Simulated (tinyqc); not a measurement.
From results back to parameters: free and nearly free electrons in a metal. Three cases, with inputs chosen for the exercise.

Problem. A free-electron metal with 2 atoms in the cubic cell and z electrons an atom has EF = c kF^2/m, (hbar omega_p)^2 = 8 pi c (e^2/(4 pi eps0)) n/m and kF = (3 pi^2 n)^(1/3), c = hbar^2/2m0.

Constants: hbar^2/2m0 = 3.80998211 eV angstrom^2; e^2/(4 pi eps0) = 14.39964547 eV angstrom.

Case 1.

Values chosen (out of a larger set: near those of Na; not measured data): a = 4.195 angstrom (bcc lattice constant).

EF = 2.49183 eV
hbar omega_p = 5.31970 eV

Case 2.

Values chosen (out of a larger set: near those of K; not measured data): a = 5.232 angstrom (bcc lattice constant).

EF = 1.51041 eV
hbar omega_p = 3.70857 eV

Case 3.

Values chosen (out of a larger set: near those of Na; not measured data): a = 4.254 angstrom (bcc lattice constant).

EF = 3.19861 eV
hbar omega_p = 5.98516 eV

Find: kF; m; z.

Solution. (hbar omega_p)^2/EF = (8/(3 pi)) (e^2/(4 pi eps0)) kF gives kF; EF then gives m, and n = kF^3/(3 pi^2) gives z.

Case 1.

kF = 0.9291 1/angstrom
m = 1.32 m0
z = 1.00

Case 2.

kF = 0.7450 1/angstrom
m = 1.40 m0
z = 1.00

Case 3.

kF = 0.9163 1/angstrom
m = 1.00 m0
z = 1.00

Computed by tinyqc, one run a case: `OMP_NUM_THREADS=1 python tinyqc.py N N+1 out.jsonl` with N = 1651258, 1651402, 1651431; one thread of a shared Intel(R) Xeon(R) Processor @ 2.30GHz, about 0.01 s a run at most.
